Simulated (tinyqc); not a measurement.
From results to parameters: diatomic chain. Computed by the program tinyqc.

Problem. A chain of two alternating masses has one spring constant k; at the zone edge omega^2 = 2k/M and 2k/m, and wavenumber = 521.4708 sqrt(omega^2) with omega^2 in eV/(angstrom^2 u). Find k, the heavier mass and the optical wavenumber at q = 0.

wavenumbers at the zone edge (cm^-1): 148.316135  586.896022
lighter mass = 12.000000 u

Solution. The upper value gives k = m omega^2/2, the ratio of the squares gives M/m, and at q = 0 omega^2 = 2k (1/m + 1/M), the sum of the two.

k = 7.6000 eV/angstrom^2
heavier mass = 187.9000 u
optical wavenumber at q = 0 = 605.3467 cm^-1
